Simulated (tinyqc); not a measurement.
Finite-size error of a charged defect in a periodic cell: Madelung and Makov-Payne terms: one step, computed by the program tinyqc.

L is the cube root of the cell volume. The defect charge is a Gaussian, rho(r) = q (2 pi sigma^2)^(-3/2) exp(-r^2/2 sigma^2), repeated periodically in a uniform neutralising background and screened by a continuum. The model cell energy is E(L) = E_0 + [periodic - isolated electrostatic energy].

Question. Madelung energy. Ewald sum for a unit point charge: scale each Cartesian component of the cell by 1/sqrt(eps_i), giving R', G' and V'; E = [ (1/2) sum erfc(eta R')/R' + (2 pi/V') sum exp(-G'^2/4 eta^2)/G'^2 - eta/sqrt(pi) - pi/(2 V' eta^2) ] e^2/(4 pi eps_0) / sqrt(eps_x eps_y eps_z), over n_i = -6..6, omitting n = (0,0,0), eta = 2/V'^(1/3). alpha = -2 E eps_g L/(e^2/(4 pi eps_0)), eps_g = (eps_x eps_y eps_z)^(1/3).

Inputs (values chosen for the exercise, for a model host): charge q = -2 e; cell length L = 14.4 angstrom; dielectric constant eps = 6.3.

Supercell lattice: tetragonal. Screening: isotropic.

cell vectors (rows) (angstrom):
```
          1         2         3
1  13.09419   0.00000   0.00000
2   0.00000  13.09419   0.00000
3   0.00000   0.00000  17.41527
```

Constants: e^2/(4 pi eps_0) = 14.39964548 eV angstrom.

Give: terms for a unit charge; Madelung constant alpha; point-charge correction -q^2 E.

Answer.

terms for a unit charge (eV): real space 0.00369, reciprocal 0.01907, self -0.17910, background -0.06233

Madelung constant alpha = 2.7554

point-charge correction -q^2 E = 0.87472 eV

Cubic cells have alpha = 2.837 (sc) to 2.888 (fcc, bcc); this cell is near that range.
